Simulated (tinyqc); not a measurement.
Landau coefficients from the transition.

Question. u = a0 (T - T0) P^2 + be P^4 + ga P^6 (P in uC/cm^2, E in kV/cm, u in mJ/cm^3). Above the transition chi = Cw/(T - T0) with Cw = 1/(2 eps0 a0); at TC = T0 + be^2/(4 a0 ga) the polarisation jumps by sqrt(-be/(2 ga)). Find a0, be and ga.

Parameters, values chosen for the exercise:
```
symbol,value,unit,meaning
T0,381,K,Curie-Weiss temperature
```

Constants: eps0 = 8.8541878128e-14 F/cm where lengths are in cm. Results are converted to the units shown.

TC = 417.953243 K
jump of P at TC = 37.0479287 uC/cm^2
Curie constant = 2.17194051e5 K

Answer. The Curie constant gives a0. At TC both u = 0 and du/dP = 0, which give ga = al/P^4 and be = -2 al/P^2 with al = a0 (TC - T0).

a0 = 0.02600 kV cm/(uC K)
be = -0.001400 kV cm^5/uC^3
ga = 5.100e-7 kV cm^9/uC^5

tinyqc, about 0.01 s, one thread, Intel Xeon 2.30GHz (shared host): `OMP_NUM_THREADS=1 python tinyqc.py 2860001 2860002 out.jsonl`
